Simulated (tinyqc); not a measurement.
Interdiffusion in a binary couple: Darken equations, Kirkendall shift and Boltzmann-Matano analysis: one step, computed by the program tinyqc. Command: `OMP_NUM_THREADS=1 python tinyqc.py 3013479 3013480 out.jsonl darken walk`. One thread of a shared host (Intel(R) Xeon(R) Processor @ 2.30GHz), about 0.01 s of CPU time with the checks.

x is the mole fraction of B; the molar volume is constant, and the two halves are long enough to count as infinite.

Question. Boltzmann-Matano diffusivity. D~(x) = area/(2 t slope), with z counted from the original interface (the Matano plane); 1 um^2 = 1e-12 m^2.

Inputs (values chosen for the exercise, for a model alloy A-B): temperature T = 1280 K; time t = 11000 s.

area -int z dx from x_L to the local x = 2.097503 um

slope dx/dz at the local x = 0.006053352 1/um

Give: D~ from the profile.

Answer.

D~ from the profile = 1.575e-14 m^2/s
